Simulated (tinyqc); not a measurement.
Inside a calculation: alloy A(1-x)B(x) by interpolation with bowing. Values are carried at full precision from step to step, so a last printed digit may differ when a step is redone from the rounded ones.

Each gap follows E(x) = (1 - x) E_A + x E_B - C x (1 - x); the lattice constant follows Vegard, a(x) = (1 - x) a_A + x a_B.

Constants: hc = 1239.841984 eV nm; kB = 8.617333262e-05 eV/K.

Values chosen for the exercise (A near GaAs, B near GaP; not measured data): a = (5.652, 5.449) angstrom (lattice constant of A, B); x = 0.77 (fraction of B); Eg = (1.536, 2.928) eV (gap at Gamma to the s-like level of A, B); EgX = (1.98, 2.329) eV (gap to the lowest valley along Gamma-X of A, B); EgL = (1.824, 2.758) eV (gap to L of A, B); C = (0.237, 0.234, 0.167) eV (bowing of the Gamma, X and L gaps); Dso = (0.337, 0.081) eV (spin-orbit splitting of A, B); Ep = (25.9, 31.9) eV (Kane energy of A, B); me = (0.0677, 0.1285) m0 (electron mass at Gamma of A, B); Cs = 0 eV (bowing of Dso); md = (0.1097, 0.74, 0.51) m0 (density-of-states masses of Gamma, all X and all L valleys); T = 400 K (temperature).

## Gaps and lattice constant at x

Also give the wavelength hc/E of the lowest gap.

a(x) = 5.4957 angstrom

linear parts (eV): Gamma 2.6078, X 2.2487, L 2.5432

bowing terms C x (1 - x) (eV): Gamma 0.0420, X 0.0414, L 0.0296

gaps (eV): Gamma 2.5659, X 2.2073, L 2.5136

wavelength of the lowest gap = 561.7 nm

The lowest valley is X, so the gap is indirect; the next, L, lies 306 meV higher.

## Where the valleys cross

The difference of two gaps is a quadratic q2 x^2 + q1 x + q0 with q2 = C_i - C_j, q1 = (E_B - E_A - C)_i - (E_B - E_A - C)_j, q0 = E_A,i - E_A,j; give its roots between 0 and 1 (a dash: none).

Crossings:
```
pair        q2      q1      q0  first root  second root
Gamma-X  0.003   1.040  -0.444      0.4264            -
Gamma-L  0.070   0.388  -0.288      0.6630            -
X-L      0.067  -0.652   0.156      0.2455            -
```

The lowest valley changes at x = 0.426 (Gamma to X, gap 2.072 eV). The other crossings lie above the lowest valley.

## Electron mass of the alloy

Mass at Gamma from the Kane formula 1/m = F + Ep (Eg + 2 Dso/3)/(Eg (Eg + Dso)). F is fixed by the masses of A and B and interpolated linearly, as is Ep; Eg and Dso carry their bowing.

Compare with the linear interpolation of the masses.

F of A, B: [-1.0796, -3.0149]

Ep, Eg, Dso at x (eV): [30.5200, 2.5659, 0.1399]

m(x) from the Kane formula = 0.1097 m0
m(x) linear = 0.1145 m0

The Kane value lies 4.2 % below the linear one. The Gamma valley is not the lowest at this x.

## Shares of the electrons in the valleys

Non-degenerate: n_i proportional to md_i^(3/2) exp(-E_i/kT).

md^(3/2): Gamma 0.0363, X 0.6366, L 0.3642

(E - E_min)/kT: Gamma 10.40, X 0.00, L 8.89

shares: Gamma 0.000, X 1.000, L 0.000

X holds most electrons (100.0 %).

## Checks

- The Gamma and X gaps at their crossing x = 0.4264 (eV): both 2.0716.
- The Gamma and L gaps at their crossing x = 0.6630 (eV): both 2.4059.
- The X and L gaps at their crossing x = 0.2455 (eV): both 2.0223.

Run: tinyqc, `OMP_NUM_THREADS=1 python tinyqc.py 1080025 1080026 out.jsonl`; Intel(R) Xeon(R) Processor @ 2.30GHz, one thread, shared host; about 0.01 s of CPU time with all checks.
